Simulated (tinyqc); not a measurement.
# Capacitance of parallel on-chip lines from Laplace's equation on a mesh, step by step

tinyqc, about 2 s, one thread, Intel Xeon 2.30GHz (shared host): `OMP_NUM_THREADS=1 python tinyqc.py 2790222 2790223 out.jsonl` Printed values are rounded.

Cross-section of an endless row of equal lines between two grounded planes; neighbours are driven in antiphase (+1 V and -1 V), so the plane midway between two lines is at 0 V. By symmetry one quarter is solved: x runs from the centre of a line (column 0, mirror) to that midplane (column 4, 0 V), y from the mid-height of the line (row 0, mirror) to the ground plane (row 4, 0 V). The line fills columns 0 to 2 and rows 0 to 2 at 1 V. Cells beside the line (below row 2) have e2, cells above have e1. Each link between nodes has the conductance g = mean permittivity of the two cells beside it (a cell beyond a mirror counts as 0), and the free nodes obey sum g (V_neighbour - V) = 0.

Values chosen for this exercise: relative permittivity above and below the lines e1 = 2.7; relative permittivity between the lines e2 = 2; over-relaxation factor om = 1.4.

Constants: eps0 = 8.8541878128e-12 F/m. Results are converted to the units shown.

## Link conductances

gx[j, i] joins node (row j, column i) to column i + 1, gy[j, i] to row j + 1.

gx:
```
       col 0  col 1  col 2  col 3
row 0      1      1      1      1
row 1      2      2      2      2
row 2   2.35   2.35   2.35   2.35
row 3    2.7    2.7    2.7    2.7
row 4   1.35   1.35   1.35   1.35
```

gy:
```
       col 0  col 1  col 2  col 3  col 4
row 0      1      2      2      2      1
row 1      1      2      2      2      1
row 2   1.35    2.7    2.7    2.7   1.35
row 3   1.35    2.7    2.7    2.7   1.35
```

## Iteration 1: relaxation sweep

V at the start (V):
```
       col 0  col 1  col 2  col 3  col 4
row 0      1      1      1      0      0
row 1      1      1      1      0      0
row 2      1      1      1      0      0
row 3      0      0      0      0      0
row 4      0      0      0      0      0
```

One sweep visits the free nodes row by row from row 0, left to right, and replaces V by V + om (weighted mean of the neighbours - V), using new values at once.

V after sweep 1 (V):
```
         col 0    col 1    col 2    col 3    col 4
row 0  1.00000  1.00000  1.00000  0.35000  0.00000
row 1  1.00000  1.00000  1.00000  0.47250  0.00000
row 2  1.00000  1.00000  1.00000  0.49074  0.00000
row 3  0.35000  0.47250  0.51538  0.35214  0.00000
row 4  0.00000  0.00000  0.00000  0.00000  0.00000
```

## Iteration 2: relaxation sweep

As before.

V after sweep 2 (V):
```
         col 0    col 1    col 2    col 3    col 4
row 0  1.00000  1.00000  1.00000  0.54075  0.00000
row 1  1.00000  1.00000  1.00000  0.52202  0.00000
row 2  1.00000  1.00000  1.00000  0.45080  0.00000
row 3  0.54075  0.53064  0.45282  0.17541  0.00000
row 4  0.00000  0.00000  0.00000  0.00000  0.00000
```

## Course of the relaxation

Stop when no node changes by 1e-7 V. C = 4 eps0 sum g (difference of V along the link)^2, in aF/um.

Course of the iteration:
```
sweep  C (aF/um)  largest change (V)
1        249.126               0.515
2        237.094               0.191
3        234.720              0.0695
4        234.278              0.0351
5        234.193              0.0164
6        234.172              0.0118
7        234.165             7.47e-3
8        234.164             1.68e-3
9        234.164             4.70e-4
10       234.164             4.62e-4
11       234.164             1.35e-4
12       234.164             1.92e-5
13       234.164             8.97e-6
14       234.164             3.46e-6
15       234.164             1.40e-6
16       234.164             7.00e-7
17       234.164             5.98e-7
18       234.164             3.00e-7
19       234.164             6.53e-8
```

Converged in 19 sweeps. Over the last four sweeps the change shrinks by about 0.47 a sweep. C comes down from above, since the solution minimises the energy.

## Capacitance per length

converged V (V):
```
         col 0    col 1    col 2    col 3    col 4
row 0  1.00000  1.00000  1.00000  0.48724  0.00000
row 1  1.00000  1.00000  1.00000  0.47449  0.00000
row 2  1.00000  1.00000  1.00000  0.41071  0.00000
row 3  0.48877  0.47754  0.42139  0.20802  0.00000
row 4  0.00000  0.00000  0.00000  0.00000  0.00000
```

C = 4 eps0 sum g (difference of V)^2 over all links (twice the energy of the four quarters, line at 1 V). Plate estimate without fringing: eps0 [2 e1 w/hd + 2 e2 t/(s/2)], w = 4 hx, t = 4 hx, s/2 = 2 hx, hd = 2 hx.

C = 234.164 aF/um
plate estimate = 166.459 aF/um

C depends on the shape only, not on the mesh step hx. Meshes 6, 12 and 24 times finer extrapolate (Aitken) to 218.7 aF/um; this mesh is 7.0 % above that, and the plate estimate is 24 % below it.
